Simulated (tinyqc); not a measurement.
# Nanowire ballistic transistor, top-of-the-barrier model: transfer curve

At the top of the source barrier, states moving towards the drain are filled by the source (Fermi level 0) and states moving back by the drain (Fermi level -q Vd); nothing scatters. U is the shift of the band edge there, set by the capacitances CG, CD and CS (the total) and by the charge. Parabolic one-dimensional subband; the source is grounded.

N0 = gv sqrt(2 m kB T/pi)/hbar, CG = 2 pi eps0 eox/ln(1 + 2 tox/d), CS = CG/aG, n0 = n at U = 0 and Vd = 0. eta1 = -(E0 + U)/Vt, eta2 = eta1 - Vd/Vt, n = (N0/2)[F_(-1/2)(eta1) + F_(-1/2)(eta2)], F_(-1/2)(x) = (1/sqrt(pi)) int_0^infinity u^(-1/2)/(1 + exp(u - x)) du. U = UL + q (n - n0)/CS with UL = -(aG Vg + aD Vd), energies in eV. I = gv (2 q^2/h) Vt [ln(1 + exp eta1) - ln(1 + exp eta2)]. CQ = (q/Vt) dn/d(eta1).

Values chosen for this exercise; mass and valleys close to those of gallium arsenide:
```
symbol,value,unit,meaning
T,200,K,temperature
m,0.0677,m0,effective mass
gv,1,,valley degeneracy
eox,22,,relative permittivity of the gate insulator
tox,1.3,nm,insulator thickness
d,8,nm,wire diameter
aG,0.83,,gate control CG/CS
aD,0.024,,drain control CD/CS
E0,0.4,eV,band edge at the barrier top above the source Fermi level at zero bias
Vd,0.05,V,drain voltage
```

Constants: q = 1.602176634e-19 C, kB = 1.380649e-23 J/K, hbar = 1.054571817e-34 J s, h = 6.62607015e-34 J s, m0 = 9.1093837015e-31 kg, Vt = kB T/q, eps0 = 8.8541878128e-14 F/cm where lengths are in cm. Results are converted to the units shown.

Result of one run:

| eta1 | n (cm^-1) | I (uA) | mean velocity I/(q n) (cm/s) | CQ/CS |
|---|---|---|---|---|
| 0.84573 | 5.3119e5 | 1.4454 | 1.6983e7 | 0.048246 |

Which gate voltage Vg gave this result: 0, 0.25, 0.5 or 0.88 V?

Vg = 0.5 V.

The whole series:

| Vg (V) | eta1 | n (cm^-1) | I (uA) | mean velocity I/(q n) (cm/s) | CQ/CS |
|---|---|---|---|---|---|
| 0 | -23.139 | 4.6489e-5 | 1.1265e-10 | 1.5124e7 | 8.2476e-12 |
| 0.12 | -17.360 | 0.015037 | 3.6437e-8 | 1.5124e7 | 2.6677e-9 |
| 0.25 | -11.100 | 7.8725 | 1.9076e-5 | 1.5124e7 | 1.3966e-6 |
| 0.38 | -4.8398 | 4097.0 | 0.0099389 | 1.5141e7 | 7.2301e-4 |
| 0.5 | 0.84573 | 5.3119e5 | 1.4454 | 1.6983e7 | 0.048246 |
| 0.62 | 6.2995 | 2.3649e6 | 3.8326 | 1.0115e7 | 0.050034 |
| 0.75 | 12.332 | 3.6529e6 | 3.8739 | 6.6193e6 | 0.030545 |
| 0.88 | 18.428 | 4.5794e6 | 3.8740 | 5.2801e6 | 0.024161 |
| 1 | 24.080 | 5.2927e6 | 3.8740 | 4.5685e6 | 0.020858 |

The current rises from 1.13e-10 to 3.87 uA. Between the first two rows the swing is 47.8 mV a decade, against Vt ln 10/aG = 47.8. CQ/CS goes from 8.2e-12 to 0.021, so a volt on the gate moves the band edge by 0.83 eV in the first row and 0.81 eV in the last: the device stays near the quantum-capacitance limit. The mean velocity goes from 1.51e7 through a maximum of 1.70e7 (at Vg = 0.5 V among the rows listed) to 4.57e6 cm/s. For Vg = 0.88 to 1 V the source Fermi level lies over 0.3 eV above the band edge, where a light band is no longer parabolic. For Vg = 0.88 to 1 V higher subbands of the wire, left out here, could begin to fill.

Numbers from tinyqc (`OMP_NUM_THREADS=1 python tinyqc.py 2400006 2400007 out.jsonl`; about 0.03 s on one thread of a shared Intel Xeon 2.30GHz).
